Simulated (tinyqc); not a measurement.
# Worked calculation: resistance of a tapered via with liner, size effect and interface

Computed by the program tinyqc: `OMP_NUM_THREADS=1 python tinyqc.py 2750032 2750033 out.jsonl`, one thread of a shared Intel Xeon 2.30GHz, about 0.01 s for the whole run. Printed values are rounded.

A round via whose diameter grows from db at the bottom as D(z) = db + 2 z/tan(ang). The fill, of diameter D - 2 tl, starts above the bottom liner (thickness fb tl) and has rho = rho0 (1 + ks lam/(D - 2 tl)); the sidewall liner conducts in parallel with it. The bottom liner and the interface are crossed over the full area pi db^2/4. Spreading in the lines above and below is left out.

Values chosen for this exercise; fill metal close to copper:

| symbol | value | unit | meaning |
|---|---|---|---|
| db | 17 | nm | diameter at the bottom |
| hv | 63 | nm | height |
| ang | 88 | degrees | sidewall angle |
| rho0 | 1.65 | uohm cm | bulk resistivity of the fill |
| lam | 40.3 | nm | mean free path of the fill |
| ks | 0.7 |  | size-effect factor |
| tl | 2.3 | nm | liner on the sidewall |
| fb | 0.5 |  | liner at the bottom over that on the sidewall |
| rl | 290 | uohm cm | resistivity of the liner |
| ri | 8.5e-13 | ohm cm^2 | interface resistivity at the bottom |
| Sb | 1.1e15 | S/m^2 | ballistic conductance per area, about 3/(4 rho0 lam) |

## Slices of the via

Slices between z0 = fb tl and hv, evaluated at their midpoints: conductance per length pi/4 [(D - 2 tl)^2/rho + (D^2 - (D - 2 tl)^2)/rl], slice resistance = slice height over that. 8 slices.

```
slice    z (nm)    D (nm)  rho (uohm cm)  slice resistance (ohm)
0      5.015625  17.35030       5.300620                3.160363
1      12.74687  17.89026       5.152301                2.830566
2      20.47812  18.43022       5.015564                2.547021
3      28.20938  18.97019       4.889102                2.301761
4      35.94062  19.51015       4.771800                2.088422
5      43.67188  20.05011       4.662697                1.901879
6      51.40313  20.59007       4.560962                1.737974
7      59.13437  21.13004       4.465874                1.593306
```

## Total resistance

R_fill = sum of the slices; R_bottom = rl fb tl/(pi db^2/4); R_interface = ri/(pi db^2/4); ballistic (Sharvin) limit 1/(Sb pi (db - 2 tl)^2/4); ideal cylinder rho0 hv/(pi db^2/4).

parts (ohm): fill 18.16129, bottom liner 14.69292, interface 0.3744822
R = 33.22869 ohm
shares (%): fill 54.65545, bottom liner 44.21757, interface 1.12698
ballistic limit = 7.527904 ohm
ideal cylinder = 4.579697 ohm

The fill is the largest part, and R is 7.26 times the ideal cylinder. With 2000 slices R = 33.239 ohm.
